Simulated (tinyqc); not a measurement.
Shallow donor in an anisotropic valley (effective-mass theory), step by step. Values are carried at full precision from step to step, so a last printed digit may differ when a step is redone from the rounded ones.

Constants: Ry = 13.60569312 eV; a0 (Bohr radius) = 0.5291772105 angstrom; hbar^2/2m0 = 3.80998211 eV angstrom^2; e^2/(4 pi eps0) = 14.39964547 eV angstrom.

Inputs chosen for the exercise (near those of AlAs; the results hold for these values, not for the real material):
- ml = 1.109 m0 (longitudinal mass)
- mt = 0.197 m0 (transverse mass)
- eps = 9.8 (dielectric constant)
- a = 16.9 angstrom (trial radius across the axis)
- b = 12.2 angstrom (trial radius along the axis)

## Hydrogen-like estimates

Ry* = Ry m/eps^2 and a* = a0 eps/m for four choices of one mass: mt, the conductivity mass 3/(1/ml + 2/mt), the density-of-states mass (ml mt^2)^(1/3), and ml.

Estimates:
```
mass               m (m0)  Ry* (meV)  a* (angstrom)
mt                 0.1970      27.91          26.32
conductivity       0.2714      38.45          19.11
density of states  0.3504      49.65          14.80
ml                 1.1090     157.11           4.68
```

## Energy of one trial function

One valley: H = -c [(d2/dx2 + d2/dy2)/mt + (d2/dz2)/ml] - q/(eps r), c = hbar^2/2m0, q = e^2/(4 pi eps0). Trial function exp(-sqrt((x^2 + y^2)/a^2 + z^2/b^2)) with a > b: T = (c/3)(2/(mt a^2) + 1/(ml b^2)), V = -(q/eps) atan(u/b)/u, u = sqrt(a^2 - b^2). The central cell of the impurity is left out.

Evaluate T, V and E. Scaling both radii by f changes T to T/f^2 and V to V/f, so the best factor is f = -2T/V, with energy -V^2/(4T).

T = 52.837 meV
V = -96.022 meV
E = -43.185 meV
best scale factor = 1.1005
energy after scaling = -43.626 meV

The virial ratio -V/T is 1.817; it is 2 at the best scale. Scaling gains 0.441 meV.

## Scan over the shape

For each ratio b/a = 0.2, 0.3, ..., 0.9 the best scale follows from a = -2 T1/V1, with T1 and V1 taken at a = 1 angstrom.

Scan:
```
b/a  a (angstrom)  b (angstrom)  E (meV)
0.2         40.44          8.09  -25.393
0.3         26.27          7.88  -37.115
0.4         21.58          8.63  -43.069
0.5         19.67          9.83  -45.164
0.6         18.88         11.33  -45.114
0.7         18.61         13.03  -43.962
0.8         18.63         14.91  -42.285
0.9         18.82         16.94  -40.392
```

The best listed ratio is 0.5; (mt/ml)^(1/2) = 0.42 and (mt/ml)^(1/3) = 0.56 are common guesses.

## The minimum

Minimise over a and b. The Mott estimate n_c = (0.25/a_m)^3 uses a_m = (a^2 b)^(1/3); 1/angstrom^3 = 1e24/cm^3.

a = 19.23 angstrom
b = 10.46 angstrom
E = -45.331 meV
a_m = 15.70 angstrom
n_c = 4.04 x 1e18/cm^3

b/a = 0.544. The binding energy is 1.624 times Ry*(mt). The central cell of a real donor shrinks the orbit and raises n_c.

## Checks

- Energy from 21 anisotropic Gaussians against the two-parameter function, meV: -45.40 against -45.33.

tinyqc: `OMP_NUM_THREADS=1 python tinyqc.py 1282323 1282324 out.jsonl`; about 0.01 s, one thread, shared Intel(R) Xeon(R) Processor @ 2.30GHz.
